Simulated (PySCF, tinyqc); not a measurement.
Worked calculation (part 1 of 2): RHF in the sto-3g basis, for BeH+, spin multiplicity 1. The lowest restricted solution is unstable here: a spin-polarised one lies 0.0743 hartree lower (PySCF). Computed by tinyqc, a small Python program that keeps every step (integrals from PySCF). Settings: charge = 1, multiplicity = 1, basis = sto-3g, energy threshold = 1e-10, iteration cap = 90, orthogonalisation = canonical, start = random, DIIS depth = 0, method = RHF. Command: `OMP_NUM_THREADS=1 python tinyqc.py 27298 27299 out.jsonl` (the two numbers bound the seeds that draw the settings). One thread of a shared host (Intel(R) Xeon(R) Processor @ 2.60GHz), about 0.08 s of CPU time with the checks. Later iterations appear only in the table of the cycle.

## One-electron integrals

Geometry (angstrom):
```
atom         x         y         z
Be    0.000000  0.000000  0.000000
H     0.000000  0.000000  2.531000
```

Basis sto-3g: exponents (1/bohr^2) and contraction coefficients of normalised primitives:
```
element  l (shell)   exponent  coefficient
Be           s (1)  30.167871     0.154329
Be           s (1)   5.495115     0.535328
Be           s (1)   1.487193     0.444635
Be           s (2)   1.314833    -0.099967
Be           s (2)   0.305539     0.399513
Be           s (2)   0.099371     0.700115
Be           p (3)   1.314833     0.155916
Be           p (3)   0.305539     0.607684
Be           p (3)   0.099371     0.391957
H            s (1)   3.425251     0.154329
H            s (1)   0.623914     0.535328
H            s (1)   0.168855     0.444635
```

Overlap, kinetic and nuclear-attraction integrals over the contracted functions; the nuclear repulsion is the sum of Za Zb / Rab.

nuclear repulsion = 0.83631325 hartree

overlap S:
```
           1Be 1s    1Be 2s   1Be 2px   1Be 2py   1Be 2pz     2H 1s
1Be 1s   1.000000  0.259517  0.000000  0.000000  0.000000  0.004107
1Be 2s   0.259517  1.000000  0.000000  0.000000  0.000000  0.117954
1Be 2px  0.000000  0.000000  1.000000  0.000000  0.000000  0.000000
1Be 2py  0.000000  0.000000  0.000000  1.000000  0.000000  0.000000
1Be 2pz  0.000000  0.000000  0.000000  0.000000  1.000000  0.173644
2H 1s    0.004107  0.117954  0.000000  0.000000  0.173644  1.000000
```

kinetic energy T (hartree):
```
            1Be 1s     1Be 2s   1Be 2px   1Be 2py   1Be 2pz      2H 1s
1Be 1s    6.693975  -0.033012  0.000000  0.000000  0.000000  -0.002689
1Be 2s   -0.033012   0.211111  0.000000  0.000000  0.000000  -0.007061
1Be 2px   0.000000   0.000000  0.660592  0.000000  0.000000   0.000000
1Be 2py   0.000000   0.000000  0.000000  0.660592  0.000000   0.000000
1Be 2pz   0.000000   0.000000  0.000000  0.000000  0.660592   0.004581
2H 1s    -0.002689  -0.007061  0.000000  0.000000  0.004581   0.760032
```

nuclear attraction V (hartree):
```
             1Be 1s     1Be 2s    1Be 2px    1Be 2py    1Be 2pz      2H 1s
1Be 1s   -14.770170  -1.953505   0.000000   0.000000  -0.005045  -0.029433
1Be 2s    -1.953505  -2.522081   0.000000   0.000000  -0.054295  -0.218957
1Be 2px    0.000000   0.000000  -2.493451   0.000000   0.000000   0.000000
1Be 2py    0.000000   0.000000   0.000000  -2.493451   0.000000   0.000000
1Be 2pz   -0.005045  -0.054295   0.000000   0.000000  -2.523489  -0.315406
2H 1s     -0.029433  -0.218957   0.000000   0.000000  -0.315406  -2.062913
```

core Hamiltonian H = T + V (hartree):
```
            1Be 1s     1Be 2s    1Be 2px    1Be 2py    1Be 2pz      2H 1s
1Be 1s   -8.076195  -1.986517   0.000000   0.000000  -0.005045  -0.032122
1Be 2s   -1.986517  -2.310971   0.000000   0.000000  -0.054295  -0.226018
1Be 2px   0.000000   0.000000  -1.832859   0.000000   0.000000   0.000000
1Be 2py   0.000000   0.000000   0.000000  -1.832859   0.000000   0.000000
1Be 2pz  -0.005045  -0.054295   0.000000   0.000000  -1.862897  -0.310826
2H 1s    -0.032122  -0.226018   0.000000   0.000000  -0.310826  -1.302881
```

## Two-electron integrals

Functions are numbered as in S; the eight-fold symmetry (ij|kl) = (ji|kl) = (kl|ij) leaves the list below.

Two-electron integrals (ij|kl) in chemists' order, unique and non-zero (hartree):
```
(11|11) 2.298831   (21|11) 0.392036   (21|21) 0.079539   (22|11) 0.570988
(22|21) 0.143041   (22|22) 0.417683   (31|31) 0.014607   (32|31) 0.021888
(32|32) 0.092265   (33|11) 0.569578   (33|21) 0.143083   (33|22) 0.417589
(33|33) 0.449859   (41|41) 0.014607   (42|41) 0.021888   (42|42) 0.092265
(43|43) 0.024249   (44|11) 0.569578   (44|21) 0.143083   (44|22) 0.417589
(44|33) 0.401360   (44|44) 0.449859   (51|51) 0.014607   (52|51) 0.021888
(52|52) 0.092265   (53|53) 0.024249   (54|54) 0.024249   (55|11) 0.569578
(55|21) 0.143083   (55|22) 0.417589   (55|33) 0.401360   (55|44) 0.401360
(55|55) 0.449859   (61|11) 0.005911   (61|21) 0.001212   (61|22) 0.002241
(61|33) 0.002221   (61|44) 0.002221   (61|51) 0.000139   (61|52) 0.000266
(61|55) 0.002282   (61|61) 0.000020   (62|11) 0.037520   (62|21) 0.009660
(62|22) 0.034080   (62|33) 0.032618   (62|44) 0.032618   (62|51) 0.001172
(62|52) 0.009231   (62|55) 0.036963   (62|61) 0.000170   (62|62) 0.006362
(63|31) 0.000505   (63|32) 0.003011   (63|53) 0.001271   (63|63) 0.000331
(64|41) 0.000505   (64|42) 0.003011   (64|54) 0.001271   (64|64) 0.000331
(65|11) 0.051341   (65|21) 0.013279   (65|22) 0.047975   (65|33) 0.045523
(65|44) 0.045523   (65|51) 0.001788   (65|52) 0.014102   (65|55) 0.052817
(65|61) 0.000237   (65|62) 0.009685   (65|65) 0.014837   (66|11) 0.209073
(66|21) 0.054256   (66|22) 0.208183   (66|33) 0.198629   (66|44) 0.198629
(66|51) 0.005041   (66|52) 0.053255   (66|55) 0.227012   (66|61) 0.000935
(66|62) 0.057274   (66|65) 0.090512   (66|66) 0.774606
```

## Orthogonalisation

S = U s U^T; canonical form X = U s^(-1/2), so that X^T S X = 1. Each column of U has its largest component positive (the first on a tie).

eigenvalues of S: 0.704490  0.846555  1.000000  1.000000  1.149607  1.299348

X:
```
                 1          2         3          4          5         6
1Be 1s   -0.694558   0.436803  0.000000   0.000000  -0.373763  0.510051
1Be 2s    0.798355  -0.248170  0.000000   0.000000  -0.223984  0.582691
1Be 2px   0.000000   0.000000  0.061760   0.998091   0.000000  0.000000
1Be 2py   0.000000   0.000000  0.998091  -0.061760   0.000000  0.000000
1Be 2pz   0.277340   0.722205  0.000000   0.000000   0.624727  0.206845
2H 1s    -0.471982  -0.638195  0.000000   0.000000   0.538248  0.356583
```

Within a degenerate level the vectors are fixed only up to a rotation; this is one choice.

## Starting guess

The start is random orthonormal orbitals; D = 2 C_occ C_occ^T.

D at the start:
```
            1Be 1s     1Be 2s    1Be 2px    1Be 2py    1Be 2pz      2H 1s
1Be 1s    1.328764  -0.438301   0.006198  -0.286288   0.464822   0.805304
1Be 2s   -0.438301   1.008872  -0.791224  -0.290208   0.266951  -0.695116
1Be 2px   0.006198  -0.791224   0.720620   0.349877  -0.381581   0.395911
1Be 2py  -0.286288  -0.290208   0.349877   0.232861  -0.287185   0.017628
1Be 2pz   0.464822   0.266951  -0.381581  -0.287185   0.366967   0.072866
2H 1s     0.805304  -0.695116   0.395911   0.017628   0.072866   0.701474
```

## Iteration 1: building the Fock matrix

J_ij = sum D_kl (ij|kl), K_ij = sum D_kl (ik|jl); F = H + J - 0.5 K; E = tr D H + tr D J / 2 - 0.25 tr D K + E_nn.

Coulomb J (hartree):
```
            1Be 1s     1Be 2s    1Be 2px    1Be 2py    1Be 2pz      2H 1s
1Be 1s    4.150596   0.812961  -0.034056  -0.021050   0.027657   0.012767
1Be 2s    0.812961   1.715369  -0.143349  -0.065978   0.096615   0.159470
1Be 2px  -0.034056  -0.143349   1.721826   0.016969  -0.017500  -0.005466
1Be 2py  -0.021050  -0.065978   0.016969   1.698170  -0.013883  -0.002755
1Be 2pz   0.027657   0.096615  -0.017500  -0.013883   1.719704   0.229530
2H 1s     0.012767   0.159470  -0.005466  -0.002755   0.229530   1.224531
```

exchange K (hartree):
```
            1Be 1s     1Be 2s    1Be 2px    1Be 2py    1Be 2pz      2H 1s
1Be 1s    2.818345   0.432151  -0.125829  -0.215073   0.348086   0.161140
1Be 2s    0.432151   0.497504  -0.388280  -0.194565   0.195176  -0.000151
1Be 2px  -0.125829  -0.388280   0.429073   0.148911  -0.143878   0.032741
1Be 2py  -0.215073  -0.194565   0.148911   0.221477  -0.121404  -0.021052
1Be 2pz   0.348086   0.195176  -0.143878  -0.121404   0.282890   0.086600
2H 1s     0.161140  -0.000151   0.032741  -0.021052   0.086600   0.495886
```

Fock matrix F (hartree):
```
            1Be 1s     1Be 2s    1Be 2px    1Be 2py    1Be 2pz      2H 1s
1Be 1s   -5.334772  -1.389632   0.028858   0.086487  -0.151432  -0.099926
1Be 2s   -1.389632  -0.844354   0.050791   0.031304  -0.055267  -0.066473
1Be 2px   0.028858   0.050791  -0.325569  -0.057487   0.054439  -0.021837
1Be 2py   0.086487   0.031304  -0.057487  -0.245427   0.046819   0.007771
1Be 2pz  -0.151432  -0.055267   0.054439   0.046819  -0.284639  -0.124595
2H 1s    -0.099926  -0.066473  -0.021837   0.007771  -0.124595  -0.326293
```

total energy of this density = -10.34413371 hartree

## Iteration 1: diagonalisation and new density

Diagonalise F' = X^T F X, C = X C', fill 2 alpha and 2 beta electrons from the bottom; D = 2 C_occ C_occ^T. Each column has its largest component positive (the first on a tie).

F' = X^T F X (hartree):
```
           1          2          3          4          5          6
1  -1.614121   1.002823  -0.022877   0.047414  -0.942321   1.562514
2   1.002823  -0.976164   0.062039   0.049516   0.785098  -1.270461
3  -0.022877   0.062039  -0.252820  -0.061988  -0.005889   0.077617
4   0.047414   0.049516  -0.061988  -0.318176   0.000458   0.043077
5  -0.942321   0.785098  -0.005889   0.000458  -1.167288   1.363820
6   1.562514  -1.270461   0.077617   0.043077   1.363820  -2.681828
```

orbital energies (hartree): MO1 -5.341611, MO2 -0.535818, MO3 -0.386759, MO4 -0.350190, MO5 -0.211592, MO6 -0.184425

coefficients C:
```
               MO1        MO2        MO3        MO4        MO5        MO6
1Be 1s    0.999290  -0.263535   0.037052  -0.052571   0.023502  -0.018394
1Be 2s   -0.000085   0.992049  -0.274308   0.155721  -0.055724   0.043559
1Be 2px  -0.006207  -0.274418  -0.526006   0.560366  -0.487233   0.310753
1Be 2py  -0.017306  -0.099588  -0.384150   0.191716   0.858458   0.261738
1Be 2pz   0.028403   0.123145   0.568193   0.129003  -0.010373   0.822194
2H 1s     0.011001  -0.113791   0.364791   0.741415   0.158736  -0.570864
```

D after iteration 1:
```
            1Be 1s     1Be 2s    1Be 2px    1Be 2py    1Be 2pz      2H 1s
1Be 1s    2.136062  -0.523051   0.132232   0.017902  -0.008140   0.081963
1Be 2s   -0.523051   1.968321  -0.544470  -0.197589   0.244326  -0.225774
1Be 2px   0.132232  -0.544470   0.150687   0.054872  -0.067939   0.062316
1Be 2py   0.017902  -0.197589   0.054872   0.020434  -0.025510   0.022284
1Be 2pz  -0.008140   0.244326  -0.067939  -0.025510   0.031943  -0.027400
2H 1s     0.081963  -0.225774   0.062316   0.022284  -0.027400   0.026139
```

## Iteration 2: building the Fock matrix

As before.

Coulomb J (hartree):
```
            1Be 1s     1Be 2s    1Be 2px    1Be 2py    1Be 2pz      2H 1s
1Be 1s    5.726562   1.061341  -0.019909  -0.008104   0.009985   0.016289
1Be 2s    1.061341   1.964754  -0.094307  -0.035543   0.041224   0.146496
1Be 2px  -0.019909  -0.094307   1.966068   0.002661  -0.003137  -0.003277
1Be 2py  -0.008104  -0.035543   0.002661   1.959751  -0.001181  -0.001222
1Be 2pz   0.009985   0.041224  -0.003137  -0.001181   1.958699   0.203764
2H 1s     0.016289   0.146496  -0.003277  -0.001222   0.203764   0.856367
```

exchange K (hartree):
```
            1Be 1s     1Be 2s    1Be 2px    1Be 2py    1Be 2pz      2H 1s
1Be 1s    4.660273   0.783603  -0.012404  -0.022077   0.036608   0.019367
1Be 2s    0.783603   0.846989  -0.253566  -0.096994   0.110351   0.034072
1Be 2px  -0.012404  -0.253566   0.257631   0.023354  -0.025999  -0.009819
1Be 2py  -0.022077  -0.096994   0.023354   0.202194  -0.009815  -0.003751
1Be 2pz   0.036608   0.110351  -0.025999  -0.009815   0.199849   0.014024
2H 1s     0.019367   0.034072  -0.009819  -0.003751   0.014024   0.007225
```

Fock matrix F (hartree):
```
            1Be 1s     1Be 2s    1Be 2px    1Be 2py    1Be 2pz      2H 1s
1Be 1s   -4.679770  -1.316978  -0.013707   0.002934  -0.013364  -0.025517
1Be 2s   -1.316978  -0.769712   0.032476   0.012954  -0.068246  -0.096559
1Be 2px  -0.013707   0.032476   0.004394  -0.009016   0.009863   0.001633
1Be 2py   0.002934   0.012954  -0.009016   0.025795   0.003727   0.000654
1Be 2pz  -0.013364  -0.068246   0.009863   0.003727  -0.004123  -0.114074
2H 1s    -0.025517  -0.096559   0.001633   0.000654  -0.114074  -0.450126
```

total energy of this density = -14.27358555 hartree

## Iteration 2: diagonalisation and new density

As before.

F' = X^T F X (hartree):
```
           1          2          3          4          5          6
1  -1.327385   0.810940   0.011322   0.036783  -0.828164   1.361147
2   0.810940  -0.735423  -0.000151  -0.007971   0.890418  -0.994868
3   0.011322  -0.000151   0.024602  -0.010266  -0.001014   0.010929
4   0.036783  -0.007971  -0.010266   0.005587   0.004962   0.013906
5  -0.828164   0.890418  -0.001014   0.004962  -1.062724   1.253758
6   1.361147  -0.994868   0.010929   0.013906   1.253758  -2.404522
```

orbital energies (hartree): MO1 -4.682519, MO2 -0.484759, MO3 -0.396404, MO4 0.003493, MO5 0.029089, MO6 0.031236

coefficients C:
```
               MO1        MO2        MO3        MO4        MO5        MO6
1Be 1s    0.992914  -0.180827  -0.229811  -0.035708   0.000941   0.019804
1Be 2s    0.026092   0.622162   0.824943   0.119771   0.002904  -0.077504
1Be 2px   0.002715  -0.051604  -0.073728   0.907002  -0.364949   0.189878
1Be 2py  -0.000688  -0.017485  -0.024677   0.338121   0.927919   0.154032
1Be 2pz   0.003498   0.127915   0.055668  -0.223831  -0.076857   0.977797
2H 1s    -0.001913   0.697783  -0.711960   0.036745   0.018472  -0.226799
```

D after iteration 2:
```
            1Be 1s     1Be 2s    1Be 2px    1Be 2py    1Be 2pz      2H 1s
1Be 1s    2.037154  -0.173194   0.024054   0.004957  -0.039315  -0.256156
1Be 2s   -0.173194   0.775533  -0.064070  -0.021793   0.159350   0.868169
1Be 2px   0.024054  -0.064070   0.005341   0.001801  -0.013183  -0.072027
1Be 2py   0.004957  -0.021793   0.001801   0.000612  -0.004478  -0.024398
1Be 2pz  -0.039315   0.159350  -0.013183  -0.004478   0.032749   0.178500
2H 1s    -0.256156   0.868169  -0.072027  -0.024398   0.178500   0.973810
```

## Iteration 3: building the Fock matrix

As before.

Coulomb J (hartree):
```
            1Be 1s     1Be 2s    1Be 2px    1Be 2py    1Be 2pz      2H 1s
1Be 1s    5.296184   0.961286  -0.002175  -0.000834   0.013340   0.014802
1Be 2s    0.961286   1.731616  -0.011204  -0.003951   0.100470   0.173963
1Be 2px  -0.002175  -0.011204   1.715580   0.000087  -0.000822  -0.000443
1Be 2py  -0.000834  -0.003951   0.000087   1.715350  -0.000279  -0.000154
1Be 2pz   0.013340   0.100470  -0.000822  -0.000279   1.754667   0.253684
2H 1s     0.014802   0.173963  -0.000443  -0.000154   0.253684   1.479365
```

exchange K (hartree):
```
            1Be 1s     1Be 2s    1Be 2px    1Be 2py    1Be 2pz      2H 1s
1Be 1s    4.608671   0.798584   0.003286  -0.000766   0.002850   0.008710
1Be 2s    0.798584   0.503699  -0.031265  -0.011162   0.139268   0.275229
1Be 2px   0.003286  -0.031265   0.102687   0.000766  -0.008981  -0.017165
1Be 2py  -0.000766  -0.011162   0.000766   0.100674  -0.003048  -0.005827
1Be 2pz   0.002850   0.139268  -0.008981  -0.003048   0.165480   0.201509
2H 1s     0.008710   0.275229  -0.017165  -0.005827   0.201509   0.894071
```

Fock matrix F (hartree):
```
            1Be 1s     1Be 2s    1Be 2px    1Be 2py    1Be 2pz      2H 1s
1Be 1s   -5.084347  -1.424524  -0.003818  -0.000451   0.006869  -0.021675
1Be 2s   -1.424524  -0.831204   0.004429   0.001630  -0.023459  -0.189670
1Be 2px  -0.003818   0.004429  -0.168622  -0.000296   0.003668   0.008140
1Be 2py  -0.000451   0.001630  -0.000296  -0.167845   0.001245   0.002760
1Be 2pz   0.006869  -0.023459   0.003668   0.001245  -0.190971  -0.157897
2H 1s    -0.021675  -0.189670   0.008140   0.002760  -0.157897  -0.270551
```

total energy of this density = -14.44642950 hartree

## Iteration 3: diagonalisation and new density

As before.

F' = X^T F X (hartree):
```
           1          2          3          4          5          6
1  -1.320649   0.981672   0.000864   0.003316  -1.020384   1.446415
2   0.981672  -0.811931  -0.001789  -0.005212   0.794866  -1.096107
3   0.000864  -0.001789  -0.167885  -0.000342   0.002501   0.002223
4   0.003316  -0.005212  -0.000342  -0.168583   0.006967   0.004165
5  -1.020384   0.794866   0.002501   0.006967  -1.191783   1.368188
6   1.446415  -1.096107   0.002223   0.004165   1.368188  -2.608434
```

orbital energies (hartree): MO1 -5.086933, MO2 -0.533422, MO3 -0.261275, MO4 -0.168339, MO5 -0.167745, MO6 -0.051550

coefficients C:
```
               MO1        MO2        MO3        MO4        MO5        MO6
1Be 1s    0.993364  -0.243448   0.143082  -0.001948   0.000281   0.080893
1Be 2s    0.024528   0.855772  -0.513148   0.004114  -0.000422  -0.303927
1Be 2px   0.000753  -0.024044  -0.041242   0.945903  -0.320555   0.015242
1Be 2py   0.000084  -0.007891  -0.014574   0.320081   0.947230   0.005413
1Be 2pz  -0.001014   0.146073   0.651866   0.044623   0.000532  -0.763746
2H 1s    -0.001777   0.431689   0.521473   0.021360   0.000020   0.766924
```

D after iteration 3:
```
            1Be 1s     1Be 2s    1Be 2px    1Be 2py    1Be 2pz      2H 1s
1Be 1s    2.092076  -0.367941   0.013202   0.004010  -0.073136  -0.213717
1Be 2s   -0.367941   1.465895  -0.041115  -0.013502   0.249961   0.738769
1Be 2px   0.013202  -0.041115   0.001157   0.000380  -0.007026  -0.020762
1Be 2py   0.004010  -0.013502   0.000380   0.000125  -0.002306  -0.006813
1Be 2pz  -0.073136   0.249961  -0.007026  -0.002306   0.042677   0.126120
2H 1s    -0.213717   0.738769  -0.020762  -0.006813   0.126120   0.372718
```

## Iteration 14 (converged): orbitals

converged F (hartree):
```
            1Be 1s     1Be 2s    1Be 2px    1Be 2py    1Be 2pz      2H 1s
1Be 1s   -4.922306  -1.382369   0.000000   0.000000   0.011172  -0.021047
1Be 2s   -1.382369  -0.817225   0.000000   0.000000  -0.052151  -0.189757
1Be 2px   0.000000   0.000000  -0.087582   0.000000   0.000000   0.000000
1Be 2py   0.000000   0.000000   0.000000  -0.087582   0.000000   0.000000
1Be 2pz   0.011172  -0.052151   0.000000   0.000000  -0.125112  -0.157551
2H 1s    -0.021047  -0.189757   0.000000   0.000000  -0.157551  -0.344552
```

As before.

F' = X^T F X (hartree):
```
           1          2          3          4          5          6
1  -1.305715   0.926408   0.000000   0.000000  -0.971690   1.402159
2   0.926408  -0.772779   0.000000   0.000000   0.833503  -1.038607
3   0.000000   0.000000  -0.087582   0.000000   0.000000   0.000000
4   0.000000   0.000000   0.000000  -0.087582   0.000000   0.000000
5  -0.971690   0.833503   0.000000   0.000000  -1.151101   1.307890
6   1.402159  -1.038607   0.000000   0.000000   1.307890  -2.548832
```

orbital energies (hartree): MO1 -4.924985, MO2 -0.553698, MO3 -0.253821, MO4 -0.087582, MO5 -0.087582, MO6 -0.045921

coefficients C:
```
               MO1        MO2        MO3       MO4        MO5        MO6
1Be 1s    0.993131  -0.227284   0.185238  0.000000   0.000000  -0.027878
1Be 2s    0.025345   0.795529  -0.664756  0.000000   0.000000   0.115101
1Be 2px   0.000000  -0.000001   0.000000  0.950914  -0.309454   0.000001
1Be 2py   0.000000   0.000000   0.000000  0.309454   0.950914   0.000000
1Be 2pz  -0.001787   0.174983   0.338103  0.000000   0.000000   0.941611
2H 1s    -0.001714   0.504330   0.707232  0.000001   0.000000  -0.540734
```

D after iteration 14:
```
            1Be 1s     1Be 2s    1Be 2px   1Be 2py    1Be 2pz      2H 1s
1Be 1s    2.075936  -0.311280   0.000000  0.000000  -0.083091  -0.232657
1Be 2s   -0.311280   1.267017  -0.000001  0.000000   0.278318   0.802332
1Be 2px   0.000000  -0.000001   0.000000  0.000000   0.000000  -0.000001
1Be 2py   0.000000   0.000000   0.000000  0.000000   0.000000   0.000000
1Be 2pz  -0.083091   0.278318   0.000000  0.000000   0.061245   0.176505
2H 1s    -0.232657   0.802332  -0.000001  0.000000   0.176505   0.508704
```

Within a degenerate level the vectors are fixed only up to a rotation; this is one choice.
